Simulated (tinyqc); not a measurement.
n-type polysilicon, carrier trapping at grain boundaries: one step of the calculation.

One-dimensional grains of size Lg, uniform ionised doping N, monovalent traps Qt at each boundary at a depth Et below (for electrons) or above (for holes) the band edge there, abrupt depletion of width W on each side of a boundary, Boltzmann statistics. xi is the distance from the band edge at the grain centre to the Fermi level. Trapped charge Qt/(1 + exp((xi + VB - Et)/Vt)) = 2 N W, barrier VB = q N W^2/(2 eps0 eps_r).

Question. Resistivity and effective mobility. n0 = NB exp(-xi/Vt); mean density n0 (1 - 2 W/Lg) by charge balance in a partly depleted grain, and n0 (sqrt(pi)/2) erf(u)/u with u = sqrt(VB/Vt) in a fully depleted one; v = sqrt(kB T/(2 pi ms m0)); barrier resistivity Vt exp(VB/Vt)/(q fe n0 v Lg); grain resistivity (1 - 2 W/Lg)/(q n0 mug); effective mobility 1/(q mean density total resistivity).

Values chosen for this exercise; values of the order met in polycrystalline silicon:
- T = 300 K (temperature)
- NB = 2.8e19 cm^-3 (conduction-band density of states at T)
- Lg = 50 nm (grain size)
- ms = 0.41 m0 (mass for thermionic emission)
- fe = 0.5 (correction factor of the emission rate)
- mug = 160 cm^2/(V s) (mobility inside the grains)

Constants: q = 1.602176634e-19 C, kB = 1.380649e-23 J/K, m0 = 9.1093837015e-31 kg, Vt = kB T/q. Results are converted to the units shown.

W = 25 nm
xi = 0.40202219 V
VB = 0.043981214 V

Wanted: n0; mean density; v; barrier resistivity; grain resistivity; resistivity; effective mobility.

Answer.

n0 = 4.937e12 cm^-3
mean density = 3.136e12 cm^-3
v = 4.201e6 cm/s
barrier resistivity = 1.705e4 ohm cm
grain resistivity = 0.000 ohm cm
resistivity = 1.705e4 ohm cm
effective mobility = 116.7 cm^2/(V s)

The resistivity is 39800 times that of a single crystal with the same N and mobility mug, and the mean density is 0.00345 % of N.

Numbers from tinyqc (`OMP_NUM_THREADS=1 python tinyqc.py 2830044 2830045 out.jsonl`; about 0.01 s on one thread of a shared Intel Xeon 2.30GHz).
